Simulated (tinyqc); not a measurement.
Fully depleted semiconductor-on-insulator film with two gates, non-linear Poisson equation by Newton steps: charge against front-gate voltage.

One dimension across the film, front interface at x = 0, back interface at x = ts. psi is counted from the intrinsic level, n = ni exp(psi/Vt) (source grounded), holes neglected, acceptors ionised. Gates act through Cox = eps0 eox/tox and Cbox = 3.9 eps0/tb with potentials G1 = Vg - (phiM - chi - Vt ln(Nc/ni)) and G2 = Vb - (phiB - chi - Vt ln(Nc/ni)). Classical Boltzmann densities, no interface charge, no depletion in the back plane.

ni = sqrt(Nc Nv) exp(-Eg/(2 Vt)), Eg in volts. The Poisson equation eps0 eps_r d2psi/dx2 = q (n + Na), with -eps0 eps_r dpsi/dx = Cox (G1 - psi) at x = 0 and eps0 eps_r dpsi/dx = Cbox (G2 - psi) at x = ts, is solved on 300 equal intervals with half boxes at both ends; N_inv is the trapezoid sum of n. Swing = ln 10/(d ln N_inv/dVg); the last column is (dN_inv/dVb)/(dN_inv/dVg).

Inputs (values chosen for the exercise); band and dielectric values close to those of silicon: temperature T = 400 K; band gap Eg = 1.11 eV; relative permittivity eps_r = 11.7; conduction-band density of states at T Nc = 4.26e19 cm^-3; valence-band density of states at T Nv = 4.16e19 cm^-3; electron affinity chi = 4.12 eV; relative permittivity of the gate insulator (close to silicon nitride) eox = 7.65; insulator thickness tox = 1.9 nm; film thickness ts = 20 nm; buried-oxide thickness (eps_r 3.9) tb = 70 nm; acceptor density of the film Na = 1e15 cm^-3; work function of the front gate phiM = 4.45 eV; work function of the back plane phiB = 5.17 eV; back-gate voltage Vb = -0.4 V.

Constants: q = 1.602176634e-19 C, kB = 1.380649e-23 J/K, Vt = kB T/q, eps0 = 8.8541878128e-14 F/cm where lengths are in cm. Results are converted to the units shown.

Charge against front-gate voltage:
columns A: Vg (V); B: psi front (V); C: psi back (V); D: N_inv (cm^-2); E: centroid/ts; F: swing (mV/decade); G: q dN_inv/dVg over Cox; H: back/front leverage
```
A            B       C        D       E       F        G       H
-0.24  -0.0257  -0.101   1.64e6   0.330    82.7  2.05e-6  0.0425
-0.09    0.122  0.0337   1.07e8   0.306    82.6  1.34e-4  0.0403
0.06     0.270   0.168   6.93e9   0.283    83.8  0.00856  0.0381
0.21     0.407   0.277  2.58e11   0.234     128    0.209  0.0314
0.36     0.498   0.311  1.56e12   0.150     295    0.548  0.0214
0.51     0.551   0.318  3.73e12   0.101     531    0.726  0.0175
0.66     0.585   0.321  6.31e12  0.0757     803    0.814  0.0159
0.81     0.609   0.322  9.12e12  0.0605  1.09e3    0.862  0.0151
0.96     0.627   0.323  1.20e13  0.0505  1.40e3    0.891  0.0147
```

N_inv passes 1e11 cm^-2 at Vg = 0.163 V. The swing starts at 82.7 mV a decade, against (1 + k) Vt ln 10 = 80.4 for a front channel with k = Cs Cbox/(Cox (Cs + Cbox)) = 0.0126, Cs = eps0 eps_r/ts; above threshold this column is no longer a subthreshold swing. The centroid falls from 0.330 to 0.0505 of ts and the leverage of the back gate falls from 0.0425 to 0.0147. For Vg = 0.51, 0.66, 0.81, 0.96 the density at an interface exceeds 0.3 Nc, where Boltzmann statistics fail. For Vg = 0.51, 0.66, 0.81, 0.96 the classical centroid lies within 3 nm of an interface, where confinement, left out, would push it away.

Program tinyqc, `OMP_NUM_THREADS=1 python tinyqc.py 2190069 2190070 out.jsonl`; Intel Xeon 2.30GHz, shared host, one thread, about 0.3 s.
